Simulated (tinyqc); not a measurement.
# Capacitance measurement on a leaky thin oxide: effects of series resistance and leakage: readings against frequency

The device is a capacitance C in parallel with a leakage conductance G, in series with Rs and Ls. An impedance meter reports either a parallel pair (Cp, Gp) from Y = 1/Z = Gp + i w Cp or a series pair (Cs, Rm) from Z = Rm + 1/(i w Cs); w = 2 pi f, dissipation D = Gp/(w |Cp|).

EOT = 3.9 tox/eox; CET = EOT + zc + zp; C = 3.9 eps0 A/CET; G = Jg A/Vs. Z = Rs + i w Ls + 1/(G + i w C); CET read from Cp = 3.9 eps0 A/Cp; errors under 0.001 % are printed as 0.

Values chosen for this exercise; values of the order met in thin-oxide MOS capacitors:
```
symbol    value    unit                                                                 meaning
eox         3.9          relative permittivity of the gate insulator (close to silicon dioxide)
tox         3.9      nm                                                     insulator thickness
A           400    um^2                                                               gate area
zc         0.33      nm              oxide-equivalent thickness added by the accumulation layer
zp            0      nm                      oxide-equivalent thickness added by gate depletion
Jg      0.00087  A/cm^2              gate leakage current density, not matched to the thickness
Vs         0.27       V                               voltage for an e-fold rise of the leakage
Rs          5.6     ohm                                                       series resistance
Ls            0      nH                                                       series inductance
```

Constants: eps0 = 8.8541878128e-14 F/cm where lengths are in cm. Results are converted to the units shown.

The same in every row: C (pF) = 3.265.

Readings against frequency:
```
f (Hz)	Cp (pF)	Cs (pF)	D	error of Cp (%)	error of Cs (%)	CET read from Cp (nm)
1000	3.265	4.554	0.6282	0	39.5	4.230
3000	3.265	3.409	0.2094	0	4.38	4.230
10000	3.265	3.278	0.06282	0	0.395	4.230
30000	3.265	3.267	0.02094	0	0.0438	4.230
1e5	3.265	3.266	0.006294	0	3.95e-3	4.230
3e5	3.265	3.265	0.002128	0	0	4.230
1e6	3.265	3.265	7.431e-4	0	0	4.230
3e6	3.265	3.265	5.541e-4	0	0	4.230
1e7	3.265	3.265	0.001212	0	0	4.230
3e7	3.265	3.265	0.003468	-1.20e-3	0	4.230
```

D goes from 0.628 through a minimum of 5.54e-4 (at f = 3e6 Hz among the rows listed) to 0.00347; without inductance its minimum lies at f = sqrt(G (1 + G Rs)/Rs)/(2 pi C) = 2.34e6 Hz. The error of Cp goes from 0 to -0.00120 % and that of Cs from 39.5 to 0 %; at low frequency Cp tends to C/(1 + G Rs)^2 and Cs grows as 1 + (G/(w C))^2. One of the two readings is within 2 % of C for f = 1000, 3000, 10000, 30000, 1e5, 3e5, 1e6, 3e6, 1e7, 3e7 Hz.

Numbers from tinyqc (`OMP_NUM_THREADS=1 python tinyqc.py 2022119 2022120 out.jsonl`; about 0.01 s on one thread of a shared Intel Xeon 2.30GHz).
